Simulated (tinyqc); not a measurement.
## Pinning factor and decay constant from two barriers

Question. phiB = S (phiM - chi) + (1 - S)(Eg - E0) with S = 1/(1 + (1/S0 - 1) exp(-be ti)). Find S0, S at the given thickness and be.

Inputs (values chosen for the exercise); semiconductor values close to those of silicon; interlayer mass of the order of that in aluminium oxide, offset chosen freely:
- Eg = 1.16 eV (band gap)
- chi = 4.12 eV (electron affinity)
- E0 = 0.35 eV (charge-neutrality level above the valence band)
- phiM = 4.54 eV (metal work function)

phiB at ti = 0, 0.4 nm (eV): [0.7047, 0.55067425]

Solution. Each barrier gives its S by linear interpolation between the pinned and the unpinned value; the ratio of the two values of 1/S - 1 is exp(be ti).

S0 = 0.270
S = 0.665
be = 4.20 1/nm

tinyqc, about 0.03 s, one thread, Intel Xeon 2.30GHz (shared host): `OMP_NUM_THREADS=1 python tinyqc.py 2270115 2270116 out.jsonl`
